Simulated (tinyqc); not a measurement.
Temperature and isotope dependence of a band gap in oscillator models: one step. Isotope effect. Four cases, with inputs chosen for the exercise.

Question. With M -> M + dM the oscillator temperatures scale as M^(-1/2) and the slopes stay. Give th, ZP, E0 (static gap fixed) and E(T) for the new mass, and the linear rule dE0 = ZP dM/(2 M).

E(T) = E0 - sum_i sl_i th_i n_i(T), n = 1/(exp(th/T) - 1). The same coupling lowers the gap at 0 K by the zero-point term ZP = sum_i sl_i th_i/2, so the gap of the static lattice is E0 + ZP. Thermal expansion is taken as part of the slopes.

Case 1.

Values chosen (near those of Ge; not measured data): E0 = 0.743 eV (gap at 0 K); th = (102, 283) K (temperatures of two oscillators); sl = (0.1198, 0.2932) meV/K (their high-temperature slopes); T = 77 K (temperature); M = 72.7 u (mean atomic mass); dM = 2.58 u (change of the mean mass (not bounded by the natural isotopes)).

Case 2.

Values chosen (near those of SiC; not measured data): E0 = 3.235 eV (gap at 0 K); th = (263, 873) K (temperatures of two oscillators); sl = (0.1802, 0.3348) meV/K (their high-temperature slopes); T = 500 K (temperature); M = 20.06 u (mean atomic mass); dM = 1.57 u (change of the mean mass (not bounded by the natural isotopes)).

Case 3.

Values chosen (near those of InP; not measured data): E0 = 1.415 eV (gap at 0 K); th = (107, 367) K (temperatures of two oscillators); sl = (0.0905, 0.2865) meV/K (their high-temperature slopes); T = 600 K (temperature); M = 72.93 u (mean atomic mass); dM = 3.41 u (change of the mean mass (not bounded by the natural isotopes)).

Case 4.

Values chosen (near those of diamond; not measured data): E0 = 5.432 eV (gap at 0 K); th = (509, 1790) K (temperatures of two oscillators); sl = (0.1355, 0.4535) meV/K (their high-temperature slopes); T = 50 K (temperature); M = 12 u (mean atomic mass); dM = -0.87 u (change of the mean mass (not bounded by the natural isotopes)).

Give: th; ZP; shift of E0; linear rule; shift of E(T).

Answer.

Case 1.

th (K): [100.24, 278.11]

ZP = 46.775 meV
shift of E0 = 0.823 meV
linear rule = 0.845 meV
shift of E(T) = 0.655 meV

The heavier crystal has the wider gap. At 77 K 80 % of the shift at 0 K is left; it fades at high T, where the motion is classical and the mean-square amplitude no longer depends on mass.

Case 2.

th (K): [253.28, 840.72]

ZP = 163.557 meV
shift of E0 = 6.280 meV
linear rule = 6.646 meV
shift of E(T) = 2.963 meV

The heavier crystal has the wider gap. At 500 K 47 % of the shift at 0 K is left; it fades at high T, where the motion is classical and the mean-square amplitude no longer depends on mass.

Case 3.

th (K): [104.58, 358.71]

ZP = 56.118 meV
shift of E0 = 1.297 meV
linear rule = 1.342 meV
shift of E(T) = 0.243 meV

The heavier crystal has the wider gap. At 600 K 19 % of the shift at 0 K is left; it fades at high T, where the motion is classical and the mean-square amplitude no longer depends on mass.

Case 4.

th (K): [528.52, 1858.64]

ZP = 457.255 meV
shift of E0 = -16.887 meV
linear rule = -15.963 meV
shift of E(T) = -16.887 meV

The lighter crystal has the narrower gap. At 50 K 100 % of the shift at 0 K is left; it fades at high T, where the motion is classical and the mean-square amplitude no longer depends on mass.

Computed by tinyqc, one run a case: `OMP_NUM_THREADS=1 python tinyqc.py N N+1 out.jsonl` with N = 1850018, 1850128, 1850192, 1850244; one thread of a shared Intel(R) Xeon(R) Processor @ 2.30GHz, about 0.01 s a run at most.
